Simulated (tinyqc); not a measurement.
From results back to parameters: five-level k.p model folded onto the conduction band. Two cases, with inputs chosen for the exercise.

Problem. The levels are known; the mass and the g factor at E = Eg are given. Find Ep and Ep2.

Second-order sums for the lowest conduction level at E: 1/m = 1 + Cm + (Ep/3)(2/E + 1/(E + Dso)) - (Ep2/3)(2/(E7 + D2 - E) + 1/(E7 - E)); g/2 = 1 + Cg - (Ep/3)(1/E - 1/(E + Dso)) - (Ep2/3)(1/(E7 - E) - 1/(E7 + D2 - E)). E is counted from the top of the valence band; E = Eg at the edge.

Case 1.

Values chosen (near those of InSb; shifted at random, so the results belong to these values and not to a real crystal): Eg = 0.235 eV (gap at Gamma to the s-like level); Dso = 0.79 eV (spin-orbit splitting); E7 = 3.22 eV (upper Gamma7 conduction level, from the valence top); D2 = 0.35 eV (its spin-orbit splitting, Gamma8 above Gamma7); Cm = -0.3 (remote term in 1/m); Cg = -0.02 (remote term in g/2).

m = 0.01338094 m0
g = -49.685295

Case 2.

Values chosen (near those of CdTe; shifted at random, so the results belong to these values and not to a real crystal): Eg = 1.617 eV (gap at Gamma to the s-like level); Dso = 0.96 eV (spin-orbit splitting); E7 = 5.18 eV (upper Gamma7 conduction level, from the valence top); D2 = 0.29 eV (its spin-orbit splitting, Gamma8 above Gamma7); Cm = -0.2 (remote term in 1/m); Cg = 0 (remote term in g/2).

m = 0.09235413 m0
g = -1.004944

Find: coefficients of (Ep, Ep2); right-hand sides 1/m - 1 - Cm and 1 + Cg - g/2; Ep, Ep2.

Solution. Both sums are linear in Ep and Ep2, so two equations fix them.

Case 1.

coefficients of (Ep, Ep2) (1/eV):
```
         1         2
1  3.16208  -0.31157
2  1.09324   0.01172
```

right-hand sides 1/m - 1 - Cm and 1 + Cg - g/2: 74.0332  25.8226

Ep, Ep2 (eV): 23.60  1.90

Case 2.

coefficients of (Ep, Ep2) (1/eV):
```
         1         2
1  0.54164  -0.26658
2  0.07679   0.00704
```

right-hand sides 1/m - 1 - Cm and 1 + Cg - g/2: 10.0279  1.5025

Ep, Ep2 (eV): 19.40  1.80

Computed by tinyqc, one run a case: `OMP_NUM_THREADS=1 python tinyqc.py N N+1 out.jsonl` with N = 1050933, 1050953; one thread of a shared Intel(R) Xeon(R) Processor @ 2.30GHz, about 0.01 s a run at most.
